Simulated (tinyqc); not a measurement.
FCI on RHF in the sto-6g basis, for H2, spin multiplicity 1, step by step. One step of it, computed by the program tinyqc.

Question. FCI: roots. Diagonalise (each vector has its largest component positive (the first on a tie)); all determinants have Ms = 0, so triplets appear too. The lowest singlet root is the correlation energy.

Occupation strings over the orbitals (2 doubly, a alpha, b beta, 0 empty; spin orbitals ordered 1a 1b 2a 2b ...): 20 02

H - E(HF) between determinants (hartree):
```
,20,02
20,0.000000,0.179395
02,0.179395,1.678421
```

Give: lowest roots of this matrix, relative to E(HF); lowest vectors; <S^2> of these roots; weight of the ground state by excitation level 0, 1, 2, ....

Answer.

lowest roots of this matrix, relative to E(HF) (hartree): -0.019  1.697

lowest vectors:
```
,root 1,root 2
20,0.994,0.105
02,-0.105,0.994
```

<S^2> of these roots: 0.000  0.000

weight of the ground state by excitation level 0, 1, 2, ...: 0.989  0.000  0.011
